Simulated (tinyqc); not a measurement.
Worked calculation: sp3 tight binding, zinc-blende lattice. One step of it, computed by the program tinyqc.

Task: Bloch Hamiltonian at G. Slater-Koster rules over the four bonds with direction cosines (l, m, n): ss V_ss; s-px l V_sp; px-s -l V_sp; px-px l^2 V_pps + (1 - l^2) V_ppp; px-py l m (V_pps - V_ppp); each times exp(i k.d).

Parameters chosen for this model: zinc-blende lattice, anion at 0, cation at a/4 (1,1,1); V = eta hbar^2 / (m d^2), hbar^2/m = 7.619964 eV angstrom^2:
```
parameter          value      unit
a               6.040000  angstrom
d               2.615397  angstrom
Es anion      -13.330000        eV
Ep anion       -6.280000        eV
Es cation     -13.330000        eV
Ep cation      -6.280000        eV
eta ss         -1.320000
eta sp          1.600000
eta pp sigma    2.600000
eta pp pi      -0.570000
V ss           -1.470455        eV
V sp            1.782370        eV
V pp sigma      2.896351        eV
V pp pi        -0.634969        eV
```

k point G (2 pi / a): 0  0  0

Give: H(k) at G.

Result:

H(k) at G (eV):
```
           a s     a px     a py     a pz       c s     c px     c py     c pz
a s   -13.3300   0.0000   0.0000   0.0000   -5.8818   0.0000   0.0000   0.0000
a px    0.0000  -6.2800   0.0000   0.0000    0.0000   2.1685   0.0000   0.0000
a py    0.0000   0.0000  -6.2800   0.0000    0.0000   0.0000   2.1685   0.0000
a pz    0.0000   0.0000   0.0000  -6.2800    0.0000   0.0000   0.0000   2.1685
c s    -5.8818   0.0000   0.0000   0.0000  -13.3300   0.0000   0.0000   0.0000
c px    0.0000   2.1685   0.0000   0.0000    0.0000  -6.2800   0.0000   0.0000
c py    0.0000   0.0000   2.1685   0.0000    0.0000   0.0000  -6.2800   0.0000
c pz    0.0000   0.0000   0.0000   2.1685    0.0000   0.0000   0.0000  -6.2800
```
